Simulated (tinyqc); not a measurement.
## Gap and radiative efficiency from Jsc and Voc

Question. Photon flux above E from a black body at temperature T into a hemisphere: Phi(E, T) = A sum_k exp(-k E/th)[E^2 th/k + 2 E th^2/k^2 + 2 th^3/k^3], k = 1, 2, ..., with th = kB T/q in eV and A = 2 pi q^3/(h^3 c^2). A cell with a sharp absorption edge has Jsc = q F Phi(Eg, Ts) and Voc = Vt ln(1 + Jsc/J0), J0 = q ge Phi(Eg, T)/ERE. Find Eg and ERE.

Inputs (values chosen for the exercise): cell temperature T = 350 K; emitter temperature Ts = 1800 K; share of the hemisphere filled by the emitter F = 0.76; number of faces that emit ge = 1.

Constants: q = 1.602176634e-19 C, kB = 1.380649e-23 J/K, h = 6.62607015e-34 J s, c = 299792458 m/s, Vt = kB T/q. Results are converted to the units shown.

Jsc = 1122.15193 mA/cm^2
Voc = 0.853695584 V

Answer. Phi falls steadily with E, so Jsc fixes Eg; Voc gives J0, and its ratio to the radiative dark current is 1/ERE.

Eg = 1.260 eV
ERE = 0.001000

Computed by the program tinyqc: `OMP_NUM_THREADS=1 python tinyqc.py 2820041 2820042 out.jsonl`, one thread of a shared Intel Xeon 2.30GHz, about 0.01 s for the whole run.
